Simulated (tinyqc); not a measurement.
Planar ballistic transistor, top-of-the-barrier model: one step of the calculation.

At the top of the source barrier, states moving towards the drain are filled by the source (Fermi level 0) and states moving back by the drain (Fermi level -q Vd); nothing scatters. U is the shift of the band edge there, set by the capacitances CG, CD and CS (the total) and by the charge. Parabolic two-dimensional band; the source is grounded.

Task. Self-consistent potential at the barrier top. eta1 = -(E0 + U)/Vt, eta2 = eta1 - Vd/Vt, n = (N0/2)[F_0(eta1) + F_0(eta2)], F_0(x) = ln(1 + exp x). U(out) = UL + q (n - n0)/CS. U(new) = U + 0.2 (U(out) - U).

Parameters, values chosen for the exercise; mass and valleys made up: temperature T = 300 K; band edge at the barrier top above the source Fermi level at zero bias E0 = 0.31 eV; drain voltage Vd = 0.8 V.

Constants: q = 1.602176634e-19 C, kB = 1.380649e-23 J/K, Vt = kB T/q. Results are converted to the units shown.

U at the start (U = UL) = -0.6864 eV
N0 = 7.9914035e11 cm^-2
CS = 2.4617760 uF/cm^2
n0 = 4.9528015e6 cm^-2
UL = -0.6864 eV

Give: eta1; eta2; n; U(out); U after iteration 1.

Result.

eta1 = 14.56
eta2 = -16.39
n = 5.818e12 cm^-2
U(out) = -0.3078 eV
U after iteration 1 = -0.6107 eV

Computed by the program tinyqc: `OMP_NUM_THREADS=1 python tinyqc.py 2400147 2400148 out.jsonl`, one thread of a shared Intel Xeon 2.30GHz, about 0.02 s for the whole run.
